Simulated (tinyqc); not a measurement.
G0W0 on RHF in the sto-6g basis, for H2, spin multiplicity 1, step by step. Computed by tinyqc, a small Python program that keeps every step (integrals from PySCF). Settings: charge = 0, multiplicity = 1, basis = sto-6g, method = RHF, energy threshold = 1e-10, iteration cap = 60, orthogonalisation = symmetric, start = core, DIIS depth = 6. Command: `OMP_NUM_THREADS=1 python tinyqc.py 25147 25148 out.jsonl` (the two numbers bound the seeds that draw the settings). One thread of a shared host (Intel(R) Xeon(R) Processor @ 2.60GHz), about 0.05 s of CPU time with the checks. The early iterations of the SCF are left out here.

## One-electron integrals

Geometry (angstrom):
```
atom         x         y         z
H     0.000000  0.000000  0.000000
H     0.000000  0.000000  1.092000
```

Basis sto-6g: exponents (1/bohr^2) and contraction coefficients of normalised primitives:
```
element  l (shell)   exponent  coefficient
H            s (1)  35.523221     0.009164
H            s (1)   6.513144     0.049361
H            s (1)   1.822143     0.168538
H            s (1)   0.625955     0.370563
H            s (1)   0.243077     0.416492
H            s (1)   0.100112     0.130334
```

Overlap, kinetic and nuclear-attraction integrals over the contracted functions; the nuclear repulsion is the sum of Za Zb / Rab.

nuclear repulsion = 0.48459452 hartree

overlap S, order 1H 1s, 2H 1s:
$$\begin{pmatrix}
1.000000 & 0.444351 \\
0.444351 & 1.000000
\end{pmatrix}$$

kinetic energy T (hartree), order 1H 1s, 2H 1s:
$$\begin{pmatrix}
0.768522 & 0.081893 \\
0.081893 & 0.768522
\end{pmatrix}$$

nuclear attraction V (hartree), order 1H 1s, 2H 1s:
$$\begin{pmatrix}
-1.713827 & -0.683044 \\
-0.683044 & -1.713827
\end{pmatrix}$$

core Hamiltonian H = T + V (hartree), order 1H 1s, 2H 1s:
$$\begin{pmatrix}
-0.945305 & -0.601151 \\
-0.601151 & -0.945305
\end{pmatrix}$$

## Two-electron integrals

Functions are numbered as in S; the eight-fold symmetry (ij|kl) = (ji|kl) = (kl|ij) leaves the list below.

Two-electron integrals (ij|kl) in chemists' order, unique and non-zero (hartree):
```
(11|11) 0.774999   (21|11) 0.269143   (21|21) 0.123509   (22|11) 0.449119
(22|21) 0.269143   (22|22) 0.774999
```

## Orthogonalisation

S = U s U^T; symmetric (Loewdin) form X = U s^(-1/2) U^T, so that X^T S X = 1.

eigenvalues of S: [0.555649, 1.444351]

X, order 1H 1s, 2H 1s:
$$\begin{pmatrix}
1.086802 & -0.254725 \\
-0.254725 & 1.086802
\end{pmatrix}$$

## Starting guess

The start is the orbitals of the core Hamiltonian; D = 2 C_occ C_occ^T.

D at the start, order 1H 1s, 2H 1s:
$$\begin{pmatrix}
0.692353 & 0.692353 \\
0.692353 & 0.692353
\end{pmatrix}$$

## Iteration 2 (converged): orbitals

converged F (hartree), order 1H 1s, 2H 1s:
$$\begin{pmatrix}
-0.222484 & -0.442016 \\
-0.442016 & -0.222484
\end{pmatrix}$$

Diagonalise F' = X^T F X, C = X C', fill 1 alpha and 1 beta electrons from the bottom; D = 2 C_occ C_occ^T. Each column has its largest component positive (the first on a tie).

F' = X^T F X (hartree):
$$\begin{pmatrix}
-0.032488 & -0.427580 \\
-0.427580 & -0.032488
\end{pmatrix}$$

orbital energies (hartree): MO1 -0.460068, MO2 0.395092

coefficients C, order 1H 1s, 2H 1s:
$$\begin{pmatrix}
0.588368 & 0.948603 \\
0.588368 & -0.948603
\end{pmatrix}$$

D after iteration 2, order 1H 1s, 2H 1s:
$$\begin{pmatrix}
0.692353 & 0.692353 \\
0.692353 & 0.692353
\end{pmatrix}$$

## Convergence

Stop when the energy changes by less than 1e-10 hartree and every element of the error matrix X^T (F D S - S D F) X is below 3e-06.

Course of the cycle:
```
iteration  E (hartree)    change  largest element of the error matrix
1          -1.04616676         -                             0.000000
2          -1.04616676  0.000000                             0.000000
```

PySCF RHF in the same basis = -1.04616676 hartree

Converged in 2 iterations.

## Populations, bond orders and dipole

Mulliken: Z minus the diagonal of D S on the atom; Loewdin: the same with S^(1/2) D S^(1/2); Mayer order: 2 sum_s sum (D(s) S)_ij (D(s) S)_ji over the two atoms.

Charges (e):
```
atom  Mulliken  Loewdin
1H           0        0
2H           0        0
```

Mayer bond orders:
```
pair     order
2-1   1.000000
```

dipole moment about the origin, x y z (debye): [0.000000, 0.000000, 0.000000]

## Integrals over molecular orbitals

(pq|rs) = sum C_ip C_jq C_kr C_ls (ij|kl), one index at a time.

one-electron integrals over orbitals h = C^T H C (hartree):
$$\begin{pmatrix}
-1.070693 & 0.000000 \\
0.000000 & -0.619372
\end{pmatrix}$$

Two-electron integrals over orbitals (pq|rs), unique and non-zero (hartree):
```
(11|11) 0.610625   (21|21) 0.203027   (22|11) 0.608745   (22|22) 0.638977
```

## Screening: direct RPA

With D = e_a - e_i and K = (ia|jb): diagonalise D^(1/2) (D + 4K) D^(1/2) = Z w^2 Z^T; X + Y = D^(1/2) Z w^(-1/2), each column of Z with its largest component positive (the first on a tie); E_c = (sum w - tr (D + 2K)) / 2.

D^(1/2) (D + 4K) D^(1/2) (hartree^2), order 1>2:
$$\begin{pmatrix}
1.425779
\end{pmatrix}$$

excitation energies w (hartree): [1.194060]

X + Y, order 1>2:
$$\begin{pmatrix}
0.846273
\end{pmatrix}$$

RPA correlation energy = -0.03357655 hartree

## G0W0 on Hartree-Fock: HOMO

W(p,q,m) = sqrt2 sum_ia (pq|ia) (X+Y)_ia,m; Sigma_c(x) = sum_(i,m) W^2/(x - e_i + w_m) + sum_(a,m) W^2/(x - e_a - w_m); solve x = e_p + Sigma_c(x) by Newton steps; Z = 1/(1 - dSigma/dx); 1 hartree = 27.211386 eV.

The 12 largest terms at x = e_p (hartree; W for the signs of X + Y given):
```
q  m         W       term
2  1  0.242984  -0.028812
```

Newton steps (hartree):
```
step          x  Sigma_c(x)         Z
0     -0.460068   -0.028812  0.986135
1     -0.488481   -0.028418  0.986507
2     -0.488486   -0.028418  0.986507
```

quasiparticle energy of the HOMO = -13.292378 eV

Hartree-Fock value = -12.519096 eV

## G0W0 on Hartree-Fock: LUMO

As before.

The 12 largest terms at x = e_p (hartree; W for the signs of X + Y given):
```
q  m         W      term
1  1  0.242984  0.028812
```

Newton steps (hartree):
```
step         x  Sigma_c(x)         Z
0     0.395092    0.028812  0.986135
1     0.423504    0.028418  0.986507
2     0.423509    0.028418  0.986507
```

quasiparticle energy of the LUMO = 11.524274 eV

Hartree-Fock value = 10.750992 eV
